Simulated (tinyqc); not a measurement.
# Frequency dispersion of an accumulation capacitance by border traps, distributed model: what changes with what

Traps spread evenly through the insulator exchange electrons with the semiconductor by tunnelling, with tau(x) = t0 exp(2 ka x) at depth x from the interface. The admittance per area Y seen at depth x obeys dY/dx = -Y^2/(i w eps0 eox) + q Nb ln(1 + i w tau)/tau, with Y(0) = i w Cs and w = 2 pi f; the gate sees Y(tox) = G + i w C. Working variable y = Y/(i w), in uF/cm^2. Cox = eps0 eox/tox.

Inputs (values chosen for the exercise); permittivity close to that of silicon dioxide:

| symbol | value | unit | meaning |
|---|---|---|---|
| eox | 3.76 |  | relative permittivity of the insulator |
| tox | 9.7 | nm | insulator thickness |
| Cs | 2.5 | uF/cm^2 | semiconductor capacitance in accumulation |
| Nb | 3.8e19 | cm^-3 eV^-1 | density of border traps |
| ka | 6.5 | 1/nm | decay constant of the wave function in the insulator |
| t0 | 2e-11 | s | time constant of a trap at the interface |
| f | 1000 | Hz | frequency |

Constants: q = 1.602176634e-19 C, eps0 = 8.8541878128e-14 F/cm where lengths are in cm. Results are converted to the units shown.

Each table varies one quantity; the others keep the values above.

## Capacitance and loss against frequency

Cox; trap-free value 1/(1/Cox + 1/Cs); response depth d = ln(1/(w t0))/(2 ka), where w tau = 1; lumped estimate: all traps within d act as C_bt = q Nb d placed at d/2, so C = 1/{1/[1/(1/Cs + d/(2 eps0 eox)) + C_bt] + (tox - d/2)/(eps0 eox)}. C and G from a fine integration; dispersion -d C/d log10 f over C, from f times and over 1.1. For a broad spread of time constants G/w is close to -(pi/2) dC/d ln w.

The same in every row: trap-free C (uF/cm^2) = 0.3018.

Result of one run:
```
f (Hz)  d (nm)  C (uF/cm^2)  G/w (uF/cm^2)  dispersion (% a decade)  -(pi/2) dC/d ln w (uF/cm^2)  lumped C (uF/cm^2)
10000    1.045       0.3181       0.002416                    1.113                     0.002416              0.3157
```

What becomes of these results when the frequency f is changed from 10000 to 100 Hz, all else the same?

Result of the changed run:
```
f (Hz)  d (nm)  C (uF/cm^2)  G/w (uF/cm^2)  dispersion (% a decade)  -(pi/2) dC/d ln w (uF/cm^2)  lumped C (uF/cm^2)
100      1.399       0.3258       0.002829                    1.273                     0.002829              0.3221
```

The whole series:
```
f (Hz)  d (nm)  C (uF/cm^2)  G/w (uF/cm^2)  dispersion (% a decade)  -(pi/2) dC/d ln w (uF/cm^2)  lumped C (uF/cm^2)
10       1.577       0.3301       0.003033                    1.347                     0.003033              0.3255
100      1.399       0.3258       0.002829                    1.273                     0.002829              0.3221
1000     1.222       0.3218       0.002623                    1.195                     0.002623              0.3188
10000    1.045       0.3181       0.002416                    1.113                     0.002416              0.3157
1e5     0.8680       0.3147       0.002207                    1.028                     0.002207              0.3127
1e6     0.6909       0.3116       0.001996                   0.9388                     0.001996              0.3100
1e7     0.5138       0.3089       0.001783                   0.8465                     0.001784              0.3075
```

C falls from 0.3301 to 0.3089 uF/cm^2, towards the trap-free 0.3018; each decade of frequency removes ln 10/(2 ka) = 0.177 nm from the response depth. The dispersion falls from 1.35 to 0.846 % a decade and G/w falls from 0.00303 to 0.00178 uF/cm^2. G/w stays at 1.00 times -(pi/2) dC/d ln w, the relation for a broad spread of time constants.

## Effect of the semiconductor capacitance in accumulation

Same model as above.

The same in every row: d (nm) = 1.222.

Effect of the semiconductor capacitance in accumulation:
columns A: Cs (uF/cm^2); B: C (uF/cm^2); C: G/w (uF/cm^2); D: dispersion (% a decade); E: -(pi/2) dC/d ln w (uF/cm^2); F: lumped C (uF/cm^2); G: trap-free C (uF/cm^2)
```
A          B         C       D         E       F       G
0.2   0.2716  0.007334   3.943  0.007306  0.2634  0.1264
0.39  0.2822  0.006148   3.186  0.006132  0.2753  0.1826
0.75  0.2958  0.004770   2.362  0.004765  0.2905  0.2355
1.4   0.3099  0.003525   1.667  0.003524  0.3060  0.2756
2.8   0.3239  0.002482   1.123  0.002482  0.3210  0.3057
5.4   0.3335  0.001867  0.8205  0.001867  0.3312  0.3227
10    0.3394  0.001536  0.6629  0.001535  0.3374  0.3318
20    0.3433  0.001335  0.5693  0.001333  0.3414  0.3374
```

As Cs goes from 0.2 to 20, C rises from 0.272 to 0.343 uF/cm^2, the dispersion falls from 3.94 to 0.569 % a decade and G/w falls from 0.00733 to 0.00134 uF/cm^2. The lumped estimate is 3.1 % below C in the first row and 0.55 % below it in the last. The same traps disperse C more when Cs is small, since they then add to the weaker series term.

Numbers from tinyqc (`OMP_NUM_THREADS=1 python tinyqc.py 2202220 2202221 out.jsonl`; about 0.7 s on one thread of a shared Intel Xeon 2.30GHz).
